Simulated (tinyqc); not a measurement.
On-chip interconnect, size-dependent resistivity and RC delay: two steps of the calculation.

A rectangular line between two neighbours and two ground planes. Surface and grain-boundary scattering are added to the bulk resistivity as corrections; capacitances are parallel-plate values without fringing; inductance is ignored.

Values chosen for this exercise; metal values close to those of copper:
- rho0 = 1.68 uohm cm (bulk resistivity)
- lam = 39.5 nm (bulk mean free path)
- ps = 0.5 (specular share of surface scattering)
- Rg = 0.37 (reflection coefficient of grain boundaries)
- gr = 0.7 (grain size over the metal width)
- wd = 30 nm (drawn line width)
- AR = 2.2 (aspect ratio, height over width)
- tl = 2.3 nm (liner on both walls and the bottom, not conducting)
- sp = 30 nm (space to the neighbouring lines)
- hd = 63 nm (dielectric height to the planes above and below)
- ek = 2.7 (relative permittivity of the dielectric)
- Mf = 2 (Miller factor of the neighbours)
- Rd = 5000 ohm (driver resistance)
- dt = 1 ps (time step)

Constants: eps0 = 8.8541878128e-12 F/m. Results are converted to the units shown.

Question 1. Resistivity, resistance and capacitance per length. Metal width x = wd - 2 tl, height y = AR wd - tl; grain boundaries (Mayadas-Shatzkes): al = (lam/(gr x)) Rg/(1 - Rg), g = 1/[1 - 3 al/2 + 3 al^2 - 3 al^3 ln(1 + 1/al)] - 1; surfaces (Fuchs-Sondheimer, thick limit): s = (3/8) lam (1 - ps)(1/x + 1/y); rho = rho0 (1 + g + s); r = rho/(x y); c = eps0 ek (2 wd/hd + 2 Mf AR wd/sp).

Find: x; y; al; g; s; rho; r; c.

Answer 1.

x = 25.40 nm
y = 63.70 nm
al = 1.305
g = 1.788
s = 0.4079
rho = 5.369 uohm cm
r = 33.18 ohm/um
c = 0.2331 fF/um

Question 2. Node voltages after a time step. A 1 V step is applied behind Rd at t = 0. C dv/dt = -G v + b, with G the conductance matrix of the ladder (1/Rs between neighbours, 1/Rd added at node 0) and b = (1 V/Rd, 0, ...). Trapezoidal step: (C/dt + G/2) v(new) = (C/dt - G/2) v + b.

Rs = 37.446699 ohm

```
node,C (fF),v at t = 0 (V)
0,0.13155950,0
1,0.26311900,0
2,0.26311900,0
3,0.26311900,0
4,0.26311900,0
5,0.26311900,0
6,0.26311900,0
7,0.23055950,0
```

Wanted: v at t = 1 dt.

Answer 2.

```
node,v at t = 1 dt (V)
0,0.12840
1,0.11565
2,0.10518
3,0.09678
4,0.09029
5,0.08557
6,0.08254
7,0.08114
```

Range of the model: The metal width is under the mean free path, where the thick-limit surface term and the simple sum of corrections lose accuracy.

Program tinyqc, `OMP_NUM_THREADS=1 python tinyqc.py 2100093 2100094 out.jsonl`; Intel Xeon 2.30GHz, shared host, one thread, about 0.01 s.
